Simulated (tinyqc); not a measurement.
Electromigration in a confined line: Blech product, Korhonen stress evolution and Black's law: one step, computed by the program tinyqc. Command: `OMP_NUM_THREADS=1 python tinyqc.py 3004404 3004405 out.jsonl emigr walk`. One thread of a shared host (Intel(R) Xeon(R) Processor @ 2.30GHz), about 0.01 s of CPU time with the checks.

The electron wind pushes atoms from the cathode (x = 0) to the anode (x = L); blocking ends build a back stress (tension positive). The input rho is taken not to change with temperature. d sigma/dt = d/dx [kappa (d sigma/dx + G)], with zero flux at both ends and sigma = 0 at t = 0.

Question. Time to nucleate a void. sigma(x, t) = G L [1/2 - x/L - 4 sum_(m odd) cos(m pi x/L) exp(-m^2 pi^2 s)/(m pi)^2], s = t/tau, summed to m = 399. Solve sigma(0, t) = sigma_c for s; the semi-infinite estimate is t = (pi/kappa) ((sigma_c)/(2 G))^2.

Inputs (values chosen for the exercise, close to those used for ruthenium lines): critical stress sigma_c = 560 MPa; line length L = 190 um; test temperature T = 330 C.

Start: stress-free.

stress gradient G = 94.27867 MPa/um

tau = 41494.01 h

kappa = 2.416681e-16 m^2/s

Give: nucleation time; semi-infinite estimate.

Answer.

nucleation time = 31.851 h

semi-infinite estimate = 31.851 h

The two agree: the void nucleates before the far end is felt, so the time scales as 1/j^2 and not with L.
